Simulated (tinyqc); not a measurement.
Worked calculation: plane-wave Kohn-Sham cycle with exchange-only LDA in a layered model solid. Computed by tinyqc, a small Python program that keeps every step. Settings: points = 16, plane-wave index or count = 3, electrons = 2, k points = 4, area = 36.0, mixing = 0.8, iteration cap = 70. Command: `OMP_NUM_THREADS=1 python tinyqc.py 23032 23033 out.jsonl` (the two numbers bound the seeds that draw the settings). One thread of a shared host (Intel(R) Xeon(R) Processor @ 2.60GHz), about 0.01 s of CPU time with the checks. Later iterations appear only in the table of the cycle.

## Iteration 1: potential

A solid whose potential varies along x alone (atomic units):
```
parameter                      value
period a                    5.200000
cross-section of the cell  36.000000
electrons per cell                 2
grid points                       16
plane waves -n..n, n               3
k points                           4
V1 in V1 cos(2 pi x/a)     -0.690000
V2 in V2 cos(4 pi x/a)      0.160000
```

density at the start, on the grid x_j = j a/N (e/bohr^3): [0.01068376, 0.01068376, 0.01068376, 0.01068376, 0.01068376, 0.01068376, 0.01068376, 0.01068376, 0.01068376, 0.01068376, 0.01068376, 0.01068376, 0.01068376, 0.01068376, 0.01068376, 0.01068376]

V_H(G) = 4 pi rho(G)/G^2 for G != 0 (uniform background); v_x = -(3 rho/pi)^(1/3); V = V_ext + V_H + v_x; Fourier components f(G_m) = (1/N) sum_j f(x_j) exp(-i G_m x_j).

Potentials on the grid (hartree):
```
x             V_ext       V_H        v_x          V
0.000000  -0.530000  0.000000  -0.216886  -0.746886
0.325000  -0.524340  0.000000  -0.216886  -0.741226
0.650000  -0.487904  0.000000  -0.216886  -0.704790
0.975000  -0.377189  0.000000  -0.216886  -0.594075
1.300000  -0.160000  0.000000  -0.216886  -0.376886
1.625000   0.150914  0.000000  -0.216886  -0.065972
1.950000   0.487904  0.000000  -0.216886   0.271018
2.275000   0.750614  0.000000  -0.216886   0.533728
2.600000   0.850000  0.000000  -0.216886   0.633114
2.925000   0.750614  0.000000  -0.216886   0.533728
3.250000   0.487904  0.000000  -0.216886   0.271018
3.575000   0.150914  0.000000  -0.216886  -0.065972
3.900000  -0.160000  0.000000  -0.216886  -0.376886
4.225000  -0.377189  0.000000  -0.216886  -0.594075
4.550000  -0.487904  0.000000  -0.216886  -0.704790
4.875000  -0.524340  0.000000  -0.216886  -0.741226
```

V(G_m), m = 0, 1, 2, ... (hartree): [-0.216886, -0.345000, 0.080000, 0.000000, 0.000000, 0.000000, 0.000000]

## Iteration 1: Hamiltonian at one k

k = 0.125000 2 pi / a

H(m,m') = (k + G_m)^2/2 delta + V(G_m - G_m'), with V(-G) = V(G).

H (hartree), order -3, -2, -1, +0, +1, +2, +3:
$$\begin{pmatrix}
5.817023 & -0.345000 & 0.080000 & 0.000000 & 0.000000 & 0.000000 & 0.000000 \\
-0.345000 & 2.349521 & -0.345000 & 0.080000 & 0.000000 & 0.000000 & 0.000000 \\
0.080000 & -0.345000 & 0.342020 & -0.345000 & 0.080000 & 0.000000 & 0.000000 \\
0.000000 & 0.080000 & -0.345000 & -0.205480 & -0.345000 & 0.080000 & 0.000000 \\
0.000000 & 0.000000 & 0.080000 & -0.345000 & 0.707020 & -0.345000 & 0.080000 \\
0.000000 & 0.000000 & 0.000000 & 0.080000 & -0.345000 & 3.079522 & -0.345000 \\
0.000000 & 0.000000 & 0.000000 & 0.000000 & 0.080000 & -0.345000 & 6.912023
\end{pmatrix}$$

## Iteration 1: levels at that k

Diagonalise the Hermitian matrix.

eigenvalues (hartree): [-0.442880, 0.334025, 0.832475, 2.378534, 3.101272, 5.853403, 6.944820]

## Iteration 1: new density

Motion across x is left out: the lowest 1 band(s) hold two electrons at each of the k points (j + 1/2)/nk - 1/2. Residual R = rho(out) - rho(in); rho(new) = rho(in) + 0.8 R. rho(out) = 2/(a A nk) sum |psi|^2 with psi = sum c exp(i G x). Harris energy E = band energy - dV sum rho (V_H/2 + v_x) + (3/4) dV sum rho v_x with rho(in), dV = a A/N, band energy = (2/nk) sum of the filled levels.

rho(out) (e/bohr^3): [0.02581894, 0.02413193, 0.01959912, 0.01366018, 0.00808672, 0.00408837, 0.00184379, 0.00085457, 0.00059188, 0.00085457, 0.00184379, 0.00408837, 0.00808672, 0.01366018, 0.01959912, 0.02413193]

density after iteration 1 (e/bohr^3): [0.02279191, 0.02144229, 0.01781605, 0.01306489, 0.00860613, 0.00540745, 0.00361178, 0.00282040, 0.00261026, 0.00282040, 0.00361178, 0.00540745, 0.00860613, 0.01306489, 0.01781605, 0.02144229]

energy per cell = -0.75682483 hartree

## Iteration 2: potential

As before.

Potentials on the grid (hartree):
```
x             V_ext        V_H        v_x          V
0.000000  -0.530000   0.091063  -0.279201  -0.718138
0.325000  -0.524340   0.083179  -0.273578  -0.714738
0.650000  -0.487904   0.061271  -0.257194  -0.683826
0.975000  -0.377189   0.030023  -0.231931  -0.579097
1.300000  -0.160000  -0.004422  -0.201802  -0.366224
1.625000   0.150914  -0.036253  -0.172844  -0.058182
1.950000   0.487904  -0.061239  -0.151088   0.275576
2.275000   0.750614  -0.076949  -0.139132   0.534533
2.600000   0.850000  -0.082285  -0.135587   0.632128
2.925000   0.750614  -0.076949  -0.139132   0.534533
3.250000   0.487904  -0.061239  -0.151088   0.275576
3.575000   0.150914  -0.036253  -0.172844  -0.058182
3.900000  -0.160000  -0.004422  -0.201802  -0.366224
4.225000  -0.377189   0.030023  -0.231931  -0.579097
4.550000  -0.487904   0.061271  -0.257194  -0.683826
4.875000  -0.524340   0.083179  -0.273578  -0.714738
```

V(G_m), m = 0, 1, 2, ... (hartree): [-0.204371, -0.338382, 0.080802, 0.000807, -0.000122, 0.000010, 0.000002]

## Iteration 2: Hamiltonian at one k

k = 0.125000 2 pi / a

As before.

H (hartree), order -3, -2, -1, +0, +1, +2, +3:
$$\begin{pmatrix}
5.829538 & -0.338382 & 0.080802 & 0.000807 & -0.000122 & 0.000010 & 0.000002 \\
-0.338382 & 2.362037 & -0.338382 & 0.080802 & 0.000807 & -0.000122 & 0.000010 \\
0.080802 & -0.338382 & 0.354536 & -0.338382 & 0.080802 & 0.000807 & -0.000122 \\
0.000807 & 0.080802 & -0.338382 & -0.192964 & -0.338382 & 0.080802 & 0.000807 \\
-0.000122 & 0.000807 & 0.080802 & -0.338382 & 0.719536 & -0.338382 & 0.080802 \\
0.000010 & -0.000122 & 0.000807 & 0.080802 & -0.338382 & 3.092037 & -0.338382 \\
0.000002 & 0.000010 & -0.000122 & 0.000807 & 0.080802 & -0.338382 & 6.924539
\end{pmatrix}$$

## Iteration 2: levels at that k

As before.

eigenvalues (hartree): [-0.422779, 0.346437, 0.841692, 2.390079, 3.113057, 5.864615, 6.956158]

## Iteration 2: new density

As before.

rho(out) (e/bohr^3): [0.02559459, 0.02396246, 0.01955117, 0.01371542, 0.00817972, 0.00416839, 0.00189693, 0.00088878, 0.00061986, 0.00088878, 0.00189693, 0.00416839, 0.00817972, 0.01371542, 0.01955117, 0.02396246]

density after iteration 2 (e/bohr^3): [0.02503405, 0.02345843, 0.01920415, 0.01358531, 0.00826500, 0.00441620, 0.00223990, 0.00127510, 0.00101794, 0.00127510, 0.00223990, 0.00441620, 0.00826500, 0.01358531, 0.01920415, 0.02345843]

energy per cell = -0.74596096 hartree

## Convergence

Stop when sqrt(dV sum R^2) is below 1e-8, dV = a A/N.

Course of the cycle:
```
iteration  E (hartree)  norm of the residual
1          -0.75682483              1.24e-01
2          -0.74596096              2.37e-02
3          -0.74637531              4.70e-03
4          -0.74643121              9.69e-04
5          -0.74643451              2.04e-04
6          -0.74643467              4.31e-05
7          -0.74643468              9.15e-06
8          -0.74643468              1.95e-06
9          -0.74643468              4.16e-07
10         -0.74643468              8.90e-08
11         -0.74643468              1.91e-08
12         -0.74643468              4.12e-09
```

Converged in 12 iterations. Before convergence this energy mixes input and output and is not variational, so it may rise towards its limit.
